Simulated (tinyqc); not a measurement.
# Gas flow in a process chamber: flow regimes, conductance, effective pumping speed, pump-down, outgassing and purge, step by step

A worked calculation. Computed by tinyqc, a small Python program that keeps every step. Command: `OMP_NUM_THREADS=1 python tinyqc.py 3120736 3120737 out.jsonl pump walk`. One thread of a shared host (Intel(R) Xeon(R) Processor @ 2.30GHz), about 0.08 s of CPU time with the checks. Intermediate numbers are printed to about 5 digits and carried at full precision; extremes and crossings named in words are read from the listed rows.

Ideal gas, isothermal flow, a pump of constant speed at the end of a round pipe; process gas, volume gas and outgassing are given the same properties. 1 sccm = 101325 Pa x 1e-6 m^3/60 s x T/273.15 K.

Inputs (values chosen for the exercise, modelled on nitrogen near room temperature):

| quantity | value | unit |
|---|---|---|
| molar mass M | 28.01 | g/mol |
| molecular diameter | 0.37 | nm |
| viscosity eta | 17.8 | micropascal s |
| temperature T | 350 | K |
| chamber volume V | 19 | L |
| wall area | 1.6 | m^2 |
| pipe diameter d | 6.3 | cm |
| pipe length l | 280 | cm |
| pump speed S | 190 | L/s |
| process gas flow | 130 | sccm |
| outgassing rate after 1 h | 9.3e-07 | Pa m^3/(s m^2) |
| outgassing exponent n | 0.84 | - |
| starting pressure p0 | 540 | Pa |
| target base pressure | 9e-05 | Pa |

Constants: k_B = 1.380649e-23 J/K; u = 1.6605390666e-27 kg.

## Molecular flow

Mean speed c = sqrt(8 k_B T/(pi m)); aperture conductance C_a = c pi d^2/16; molecular pipe C_m = C_a/(1 + 3 l/(4 d)) (Dushman form); viscous pipe C_v = pi d^4 p_mean/(128 eta l); Knudsen interpolation C = C_v + C_m (1 + x)/(1 + 1.24 x), x = d p_mean sqrt(m/(k_B T))/eta. Effective speed 1/S_eff = 1/S + 1/C_m; time constant V/S_eff; pressure at which the free path k_B T/(sqrt2 pi d_m^2 p) equals d.

mean speed c = 514.36 m/s

C_a = 400.84 L/s

C_m = 11.675 L/s

S_eff in molecular flow = 10.999 L/s

time constant = 1.7274 s

pressure where the free path equals d = 0.12611 Pa

The pipe passes on 6 % of the pump speed; a larger pump would gain little, since S_eff cannot exceed C_m.

## Process pressure

Steady flow: the pump inlet is at p_2 = Q/S, and the chamber pressure p_1 solves Q = C((p_1 + p_2)/2) (p_1 - p_2). Residence time = p_1 V/Q. Knudsen number = free path at the mean pressure over d.

throughput Q = 281.30 Pa L/s

p_2 = 1.4805 Pa

chamber pressure p_1 = 7.7152 Pa

conductance C = 45.119 L/s

residence time = 0.52111 s

Knudsen number = 0.027427

The flow in the pipe is transitional.

## Purging a well-mixed chamber

With steady flow a contaminant decays as exp(-t/residence time); gas used = flow x time.

time to dilute 1e3 times = 3.5997 s

time to dilute 1e6 times = 7.1994 s

gas used for 1e6 = 15.599 standard cm^3

## Pump-down curve

Pump-down: V dp/dt = -S_eff(p) p + q(t) A, with S_eff = S p_2/p, where p_2 solves C((p + p_2)/2) (p - p_2) = S p_2 at each moment, and q(t) = q_1 (1 h/(t + 10 s))^n; integrated adaptively. At long times p = q(t) A/S_eff. S_eff(p) is tabulated at 260 pressures and interpolated in ln p. Comparison columns: p0 exp(-t/time constant) with the molecular S_eff (0 below 1e-26 p0), and the outgassing limit.

Pressure against time:

| t (s) | p (Pa) | S_eff (L/s) | volume gas only (Pa) | outgassing limit (Pa) |
|---|---|---|---|---|
| 0.3 | 4.6220e+01 | 116.04 | 4.5391e+02 | 1.8525e-02 |
| 1 | 5.7631e+00 | 29.79 | 3.0268e+02 | 1.7529e-02 |
| 3 | 9.1663e-01 | 12.61 | 9.5093e+01 | 1.5234e-02 |
| 10 | 2.8586e-02 | 10.76 | 1.6529e+00 | 1.0609e-02 |
| 30 | 6.2001e-03 | 10.94 | 1.5486e-05 | 5.9266e-03 |
| 100 | 2.5747e-03 | 10.97 | 3.8982e-23 | 2.5338e-03 |
| 300 | 1.0673e-03 | 10.99 | 0 | 1.0612e-03 |
| 1000 | 3.9418e-04 | 10.99 | 0 | 3.9346e-04 |
| 3600 | 1.3504e-04 | 11.00 | 0 | 1.3497e-04 |
| 20000 | 3.2028e-05 | 11.00 | 0 | 3.2025e-05 |
| 100000 | 8.2891e-06 | 11.00 | 0 | 8.2890e-06 |

From t = 30 s on the pressure is within 20 % of the outgassing limit, which falls only as (t + 10 s)^-0.84: walls, not volume, set the time to base pressure. Early on viscous flow raises S_eff to 116 L/s, 10.5 times its molecular value.

## Time to base pressure

From the outgassing limit: t = 1 h x (q_1 A/(S_eff p_target))^(1/n) - 10 s; monolayer time at the target = 1e19 m^-2 x 4 k_B T/(p c) for unit sticking.

time to the target = 1.6217 h

monolayer time = 4.1755 s

Checks made by the program: throughput from C and the pressure drop (relative difference below 1e-10).
